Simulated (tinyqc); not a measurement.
Worked calculation: donor in an ellipsoidal valley (Kohn-Luttinger variational method). Computed by tinyqc, a small Python program that keeps every step. Command: `OMP_NUM_THREADS=1 python tinyqc.py 3022219 3022220 out.jsonl kohnlutt walk`. One thread of a shared host (Intel(R) Xeon(R) Processor @ 2.30GHz), about 0.04 s of CPU time with the checks. Intermediate numbers are printed to about 6 digits and carried at full precision; extremes and crossings named in words are read from the listed rows.

H = -(d^2/dx^2 + d^2/dy^2) - gamma d^2/dz^2 - 2/r in units built on m_t, with gamma = m_t/m_l and z along the valley axis. One valley; no valley-orbit or central-cell term.

Inputs (values chosen for the exercise, modelled on silicon):
```
quantity,value,unit
transverse mass m_t,0.187,m_0
longitudinal mass m_l,0.917,m_0
dielectric constant eps,11.4,-
trial ratio b/a,0.41,-
observed depth chosen for 1s,59.2,meV
```

Constants: Ry = 13.605693123 eV; a_0 = 0.529177210903 angstrom; h x 1 THz = 4.135667696 meV.

## Effective units

Ry* = Ry m_t/eps^2, a* = a_0 eps/m_t, gamma = m_t/m_l.

Ry* = 19.5773 meV

a* = 32.2600 angstrom

gamma = 0.203926

## Energy at a trial ratio

Trial function exp(-sqrt((x^2 + y^2)/a^2 + z^2/b^2)) with beta = b/a < 1: E = t/a^2 - u/a, t = (2 + gamma/beta^2)/3, u = 2 arcsin(sqrt(1 - beta^2))/sqrt(1 - beta^2); the best a is 2 t/u and E(beta) = -u^2/(4 t).

t = 1.07104

u = 2.51806

best a = 0.850688 a*

E(beta) = -1.48001 Ry*

## Minimum over the ratio

Golden-section search on beta from 0.05 to 0.999, 60 steps.

Search, first ten steps; c and d are the inner points:
```
step,low,high,c,E(c) (Ry*),d,E(d) (Ry*)
1,0.050000,0.999000,0.412486,-1.48335,0.636514,-1.56306
2,0.412486,0.999000,0.636514,-1.56306,0.774971,-1.50256
3,0.412486,0.774971,0.550943,-1.57150,0.636514,-1.56306
4,0.412486,0.636514,0.498057,-1.55698,0.550943,-1.57150
5,0.498057,0.636514,0.550943,-1.57150,0.583628,-1.57213
6,0.550943,0.636514,0.583628,-1.57213,0.603829,-1.56997
7,0.550943,0.603829,0.571144,-1.57254,0.583628,-1.57213
8,0.550943,0.583628,0.563428,-1.57240,0.571144,-1.57254
9,0.563428,0.583628,0.571144,-1.57254,0.575912,-1.57247
10,0.563428,0.575912,0.568196,-1.57252,0.571144,-1.57254
```

best beta = 0.570774

radius a of the 1s trial function = 24.0684 angstrom

radius b of the 1s trial function = 13.7376 angstrom

1s binding energy, trial function = 30.7860 meV

The envelope is flattened along the heavy axis; beta is close to gamma^(1/3) = 0.589.

## Levels from a Gaussian basis

Gaussian basis: g = P exp(-al (x^2 + y^2) - be z^2) with P = 1 (s-like), z (2p0) or x (2p+-); al = 0.004 x 2.6^k, k = 0..11, and be/al = 1, gamma^(-1/2) or 1/gamma (36 functions); 1/r = (2/sqrt(pi)) int exp(-t^2 r^2) dt by 48 Gauss-Legendre points after t = sqrt(al_i + al_j) tan(theta); overlap eigenvalues below 1e-10 are dropped.

1s binding energy, Gaussian basis = 30.8285 meV

2p0 binding energy = 11.3811 meV

2p+- binding energy = 6.29885 meV

The two-parameter trial function recovers 99.86 % of the 1s binding of the larger basis. 2p0, with its lobes along the heavy axis, is bound 1.81 times as strongly as 2p+-.

## Optical lines and the chemical shift

With an observed depth of 1s, the lines are 1s -> 2p0 = depth - E(2p0) and 1s -> 2p+- = depth - E(2p+-); the chemical shift is depth - E(1s, Gaussian basis); 1 meV = 1 THz/4.135667696.

line 1s -> 2p0 = 47.8189 meV

line 1s -> 2p+- = 52.9012 meV

chemical shift = 28.3715 meV

frequency of the line 1s -> 2p+- = 12.7914 THz

The spacing of the two lines, 5.082 meV, does not depend on the depth, so it is the same for every donor in this host.

## Which single mass stands for the valley

A hydrogenic level is Ry m/eps^2 for one mass m; errors are against the Gaussian basis.

1s binding energy:
```
rule,mass (m_0),binding (meV),error (%)
transverse mass,0.187000,19.5773,-36.496
conductivity mass 3/(2/m_t + 1/m_l),0.254546,26.6488,-13.558
density-of-states mass (m_t^2 m_l)^(1/3),0.317700,33.2605,7.889
longitudinal mass,0.917000,96.0020,211.407
trial function with a and b,-,30.7860,-0.138
mass that fits 1s,0.294470,30.8285,0.000
```

The conductivity mass, which is what a spherical trial function (a = b) gives, falls short by 13.6 %, as a restricted variational bound must; the density-of-states mass is off by +7.9 %. The mass that fits lies between the two.

## Levels against anisotropy

The trial energy is minimised over beta by golden section from 0.05 to 0.999, 60 steps.

Binding energies (Ry*):
```
gamma,"1s, trial","1s, Gaussians",2p0,2p+-
0.051,2.08266,2.09411,1.01708,0.367862
0.100,1.83868,1.84446,0.79051,0.347506
0.200,1.57982,1.58206,0.58657,0.322503
0.310,1.41617,1.41716,0.47555,0.304611
0.350,1.37126,1.37202,0.44738,0.299385
0.590,1.18191,1.18204,0.33899,0.275674
0.850,1.05478,1.05477,0.27529,0.258058
```

As gamma falls from 0.85 to 0.051, 1s deepens from 1.055 to 2.094 Ry*, on the way from the hydrogen value 1 to the two-dimensional limit 4; 2p+- moves from 0.258 to 0.368 (limits 1/4 and 4/9), while 2p0 climbs from 0.275 to 1.017 and joins 1s as gamma tends to 0. Near gamma = 1 the trial function is almost exact and can pass the Gaussian basis, whose own error is about 3e-5 Ry*.

Checks made by the program: the Gaussian basis at gamma = 1 against 1, 1/4 and 1/4 Ry* (relative difference 3e-05); trial function against Gaussian basis (relative difference 1e-03).
